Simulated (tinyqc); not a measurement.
Threshold for a surface state: Tamm state at the end of a one-band chain.

A half-infinite chain with site energy 0 and hopping -t, band E = -2t cos(ka); the end site has energy D. The surface Green function of the unperturbed half chain is g = (E -/+ sqrt(E^2 - 4t^2))/(2t^2), the root with |t g| <= 1 and Im g <= 0, and with the shift G = g/(1 - D g).

Inputs chosen for the exercise: t = 2.24 eV (hopping); a = 2.8 angstrom (spacing).

For |D| > t: E = D + t^2/D, weight on the end site 1 - t^2/D^2, decay length of the amplitude a/ln|D/t|; a dash: no bound state. The last column is the surface density -Im G/pi at E = 0.

Against D:

| D/t | D (eV) | E (eV) | end weight | decay length (angstrom) | density at E = 0 (1/eV) |
|---|---|---|---|---|---|
| -3.00 | -6.720 | -7.4667 | 0.8889 | 2.55 | 0.0142 |
| -2.00 | -4.480 | -5.6000 | 0.7500 | 4.04 | 0.0284 |
| -1.40 | -3.136 | -4.7360 | 0.4898 | 8.32 | 0.0480 |
| -1.10 | -2.464 | -4.5004 | 0.1736 | 29.38 | 0.0643 |
| -0.80 | -1.792 | - | - | - | 0.0866 |
| 0.50 | 1.120 | - | - | - | 0.1137 |
| 0.95 | 2.128 | - | - | - | 0.0747 |
| 1.05 | 2.352 | 4.4853 | 0.0930 | 57.39 | 0.0676 |
| 1.30 | 2.912 | 4.6351 | 0.4083 | 10.67 | 0.0528 |
| 2.50 | 5.600 | 6.4960 | 0.8400 | 3.06 | 0.0196 |

A state splits off only for |D| > t = 2.24 eV, although in the middle of an endless chain any shift binds one. Just past the threshold, at D/t = 1.05, it lies 5.3 meV outside the band and spreads over 57.4 angstrom; at D/t = -3 it holds 89 % of the end site, and the density left at the band centre has fallen to 0.10 of the clean value.

Run: tinyqc, `OMP_NUM_THREADS=1 python tinyqc.py 1450467 1450468 out.jsonl`; Intel(R) Xeon(R) Processor @ 2.30GHz, one thread, shared host; about 0.01 s of CPU time with all checks.
